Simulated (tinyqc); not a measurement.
Error from band bending against le.

In A the levels shift by pb (1 - z/W)^2 for z < W. The signal from depth z is weighted by exp(-z/le)/le, so the centroid shifts by pb [1 - 2/a + (2/a^2)(1 - exp(-a))], a = W/le, and the error of iA against its value at the interface is that less pb.

Inputs (values chosen for the exercise):

| symbol | value | unit | meaning |
|---|---|---|---|
| pb | -0.73 | V | band bending in A at the interface |
| W | 69 | nm | width of the bent region |

Error from band bending against le:
```
le (nm),a,centroid shift (eV),error (meV)
0.5,138.0,-0.7195,10.50
1.9,36.32,-0.6909,39.10
3.4,20.29,-0.6616,68.40
4.8,14.38,-0.6355,94.50
6.2,11.13,-0.6106,119.4
7.7,8.961,-0.5853,144.7
9.1,7.582,-0.5628,167.2
10.6,6.509,-0.5401,189.9
12,5.750,-0.5201,209.9
```

What does the comparison show?

The size of the error rises from 10.5 to 210 meV; for large a it is 2 |pb|/a. It is below 50 meV, a typical accuracy of the method, in 2 of the 9 rows. Heavily doped substrates and deep-probing photons need the correction.

Program tinyqc, `OMP_NUM_THREADS=1 python tinyqc.py 2410095 2410096 out.jsonl`; Intel Xeon 2.30GHz, shared host, one thread, about 0.01 s.
